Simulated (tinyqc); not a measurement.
From results back to parameters: inversion layer as a triangular well, valleys of the Si type. Two cases, with inputs chosen for the exercise.

Problem. The spacing of the two lowest levels of one ladder was computed from a hidden sheet density Ns.

The field is taken as constant, e F = 4 pi (e^2/4 pi eps0)(Nd + eta Ns)/eps, with 1e12/cm^2 = 1e-4/angstrom^2, and the oxide as a hard wall at z = 0; c = hbar^2/2m0.

Level j of a valley lies at E_j = a_j (c (e F)^2/m_z)^(1/3) above the band edge at the surface, with the Airy zeros a_j = 2.338107, 4.087949, 5.520560, 6.786708, 7.944134, 9.022651, 10.040174, 11.008524, 11.936016, 12.828777, and has <z> = 2 E_j/(3 e F).

Constants: hbar^2/2m0 = 3.80998211 eV angstrom^2; e^2/(4 pi eps0) = 14.39964547 eV angstrom.

Find: F; Ns.

Method. e F = sqrt(m_z/c) [(E_1 - E_0)/(a_1 - a_0)]^(3/2), with a_0 and a_1 the first two zeros; then Ns = (eps e F/(4 pi e^2/4 pi eps0) - Nd)/eta.

Case 1.

Values chosen (near those of Si; shifted at random, so the results belong to these values and not to a real crystal):
- m_z = 0.2622 m0 (confinement mass)
- eps = 11.7 (dielectric constant)
- Nd = 2.3 x 1e12/cm^2 (depletion charge)
- eta = 0.5 (share of Ns in the effective field)

E_1 - E_0 = 120.1008 meV

Solution.

F = 0.4717 MV/cm
Ns = 1.50 x 1e12/cm^2

Case 2.

Values chosen (near those of Si; shifted at random, so the results belong to these values and not to a real crystal):
- m_z = 0.915 m0 (confinement mass)
- eps = 11.6 (dielectric constant)
- Nd = 0.19 x 1e12/cm^2 (depletion charge)
- eta = 0.75 (share of Ns in the effective field)

E_1 - E_0 = 48.8420 meV

Solution.

F = 0.2285 MV/cm
Ns = 1.70 x 1e12/cm^2

Computed by tinyqc, one run a case: `OMP_NUM_THREADS=1 python tinyqc.py N N+1 out.jsonl` with N = 1251655, 1251672; one thread of a shared Intel(R) Xeon(R) Processor @ 2.30GHz, about 0.02 s a run at most.
